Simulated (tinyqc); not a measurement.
From a target to a composition: model-solid line-up of a strained alloy layer on a substrate.

Problem. A layer of the alloy is strained to the substrate, and its gap (Ec minus the top valence edge) is given. Find x between 0.02 and 0.88, where the gap is monotonic.

All values of the alloy are linear in x but the gap, Eg(x) = (1 - x) Eg_A + x Eg_B - C x (1 - x), and the valence edge, Ev(x) = (1 - x) Ev_A + x Ev_B + fv C x (1 - x); Ec = Ev + Eg. Ev is the top of the unstrained valence band on a scale common to all materials. In the layer only the Gamma valley of the conduction band is followed, also where an X or L valley would lie lower.

Coherent growth on a (110) face: e_par = (a_s - a)/a, e_perp = -(C11 + 3 C12 - 2 C44)/(C11 + C12 + 2 C44) e_par; exx = eyy = (e_par + e_perp)/2, ezz = e_par, exy = (e_perp - e_par)/2, eyz = ezx = 0.

Strained edges: Ec + ac tr(e); the valence edges are Ev plus the levels of the 6 x 6 matrix of X, Y, Z times spin with -Dso/3 + l exx + m (eyy + ezz) on the diagonal (cyclic), n exy off it, l = av + 2 b, m = av - b, n = sqrt(3) d. Spin-orbit term (Dso/3) L.sigma on X, Y, Z with (L_k)_ij = -i epsilon_kij: <X+|H|Y+> = -i Dso/3, <X+|H|Z-> = Dso/3, <Y+|H|Z-> = -i Dso/3, <Z+|H|X-> = -Dso/3, <Z+|H|Y-> = i Dso/3, <X-|H|Y-> = i Dso/3, and their conjugates; + and - are the spin along z.

Parameters, chosen for this exercise (A near InAs, B near AlAs, substrate near InP; not measured data):
- a = (6.054, 5.657) angstrom (lattice constant of A, B)
- Eg = (0.421, 3.093) eV (gap at Gamma to the s-like level of A, B)
- Dso = (0.395, 0.28) eV (spin-orbit splitting of A, B)
- Ev = (-0.59, -1.32) eV (top of the unstrained valence band of A, B)
- ac = (-5.05, -5.68) eV (conduction deformation potential of A, B)
- av = (0.99, 2.45) eV (valence hydrostatic potential of A, B)
- b = (-1.79, -2.3) eV (tetragonal shear potential of A, B)
- d = (-3.56, -3.37) eV (trigonal shear potential of A, B)
- C11 = (83.4, 126.3) GPa (of A, B)
- C12 = (44.7, 53.1) GPa (of A, B)
- C44 = (39.6, 53.8) GPa (of A, B)
- C = 0.574 eV (bowing of the gap)
- fv = 0.3 (share of the bowing taken by the valence edge)
- a_s = 5.875 angstrom (substrate)
- face = 110 (growth face)

strained gap = 0.617654 eV

Find: x; e_par; gap of the relaxed alloy.

Solution. Bisect on x; the strained gap is 0.5985 eV at x = 0.02 and 2.2452 eV at x = 0.88.

x = 0.030
e_par = -2.765 %
gap of the relaxed alloy = 0.484 eV

Program tinyqc; command `OMP_NUM_THREADS=1 python tinyqc.py 1080074 1080075 out.jsonl`; about 0.02 s on one thread of a shared Intel(R) Xeon(R) Processor @ 2.30GHz.
